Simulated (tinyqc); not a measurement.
# Bandgap voltage reference from two bipolar transistors: output against temperature

Two transistors of area 1 and N carry the same current I. Is(T) = Is (T/T0)^eta exp[(Vg0 q/kB)(1/T0 - 1/T)], VBE1 = Vt ln(I/Is(T)) + I rb, VBE2 = Vt ln(I/(N Is(T))) + I rb/N. The amplifier forces I R1(T) = VBE1 - VBE2 + Vos, with R(T) = R (1 + tc (T - T0)) for both resistors, and the output is Vref = VBE1 + I R2(T). Base currents and the Early effect are neglected.

Vt = kB T/q; I = (Vt ln N + Vos)/(R1(T) - rb (1 - 1/N)).

Parameters, values chosen for the exercise; values of the order met in silicon bipolar transistors:
```
symbol    value   unit                                                   meaning
T0          300      K                                     reference temperature
Vg0       1.142      V                      band-gap voltage extrapolated to 0 K
eta         3.9                   temperature exponent of the saturation current
Is      3.5e-18      A           saturation current of the unit transistor at T0
N             8                              area ratio of the second transistor
R1           34   kohm  resistor across which the difference of VBE falls, at T0
tc            0  ppm/K                 temperature coefficient of both resistors
Vos         0.6     mV                                   offset of the amplifier
rb            0    ohm                  series resistance of the unit transistor
R2        337.5   kohm                                     output resistor at T0
```

Constants: q = 1.602176634e-19 C, kB = 1.380649e-23 J/K. Results are converted to the units shown.

Output against temperature:

| T (K) | I (uA) | VBE1 (V) | I R2 (V) | Vref (V) | Vref - Vref(T0) (mV) | dVref/dT (uV/K) |
|---|---|---|---|---|---|---|
| 218 | 1.167 | 0.8340 | 0.3937 | 1.228 | -5.949 | 114.6 |
| 233 | 1.246 | 0.8089 | 0.4204 | 1.229 | -4.356 | 97.93 |
| 253 | 1.351 | 0.7751 | 0.4560 | 1.231 | -2.606 | 77.35 |
| 273 | 1.456 | 0.7408 | 0.4916 | 1.232 | -1.252 | 58.33 |
| 298 | 1.588 | 0.6975 | 0.5360 | 1.234 | -0.07120 | 36.44 |
| 323 | 1.720 | 0.6537 | 0.5805 | 1.234 | 0.5847 | 16.30 |
| 348 | 1.852 | 0.6094 | 0.6250 | 1.234 | 0.7565 | -2.327 |
| 373 | 1.983 | 0.5647 | 0.6694 | 1.234 | 0.4791 | -19.66 |
| 398 | 2.115 | 0.5195 | 0.7139 | 1.233 | -0.2174 | -35.88 |
| 423 | 2.247 | 0.4740 | 0.7584 | 1.232 | -1.307 | -51.10 |

What does the comparison show?

VBE1 falls by 1.76 mV/K on average and I R2 rises by 1.78 mV/K. The slope of Vref vanishes at T = 345 K. Between 233 and 398 K Vref spans 5.12 mV, or 25.1 ppm/K by the box method (span over the average over T, over 165 K).

Program tinyqc, `OMP_NUM_THREADS=1 python tinyqc.py 2062074 2062075 out.jsonl`; Intel Xeon 2.30GHz, shared host, one thread, about 0.02 s.
